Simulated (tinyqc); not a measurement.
Reset of a mushroom phase-change cell, hemispherical electro-thermal model: one step of the calculation.

Current spreads from a hemispherical contact of radius r0 into a large dome with constant rho and ka: j = I/(2 pi r^2). With s = r0/r the steady rise is T - T0 = c (b s - s^2), c = I^2 rho/(8 pi^2 ka r0^2). The heat lost through the heater, (T(r0) - T0)/Rh, fixes b = (2 + g)/(1 + g), g = 1/(2 pi ka r0 Rh).

Problem. Temperature profile and molten shell. The peak lies at s = b/2 with the rise c b^2/4; melting starts at the current where that equals Tm - T0, and the molten shell spans the roots of s^2 - b s + (Tm - T0)/c = 0 (s at most 1). Electrical resistance rho/(2 pi r0).

Inputs (values chosen for the exercise); values of the order of Ge-Sb-Te and related chalcogenides:

| symbol | value | unit | meaning |
|---|---|---|---|
| T0 | 300 | K | ambient temperature |
| Tm | 893 | K | melting point |
| r0 | 34 | nm | radius of the heater contact |
| rho | 3.5 | mohm cm | resistivity of the hot chalcogenide |
| ka | 1.05 | W/(m K) | its thermal conductivity |
| Rh | 20 | K/uW | thermal resistance of the path through the heater |
| I | 1500 | uA | reset current |

r, point 0 to 7 (nm): 34  39.1  45.9  54.4  68  88.4  119  170
b = 1.8177243

Wanted: c; T; peak T; inner radius of the melt; outer radius of the melt.

Solution.

c = 821.70 K
T, point 0 to 7 (K): 971.92  977.48  955.52  912.54  841.39  752.92  659.67  565.86
peak T = 978.75 K
inner radius of the melt = 34.000 nm
outer radius of the melt = 58.038 nm

The melt reaches the contact.

Range of the model: Constant properties, no latent heat, thermoelectric terms, boundary resistance or heating in the heater itself.

tinyqc, about 0.01 s, one thread, Intel Xeon 2.30GHz (shared host): `OMP_NUM_THREADS=1 python tinyqc.py 2490023 2490024 out.jsonl`
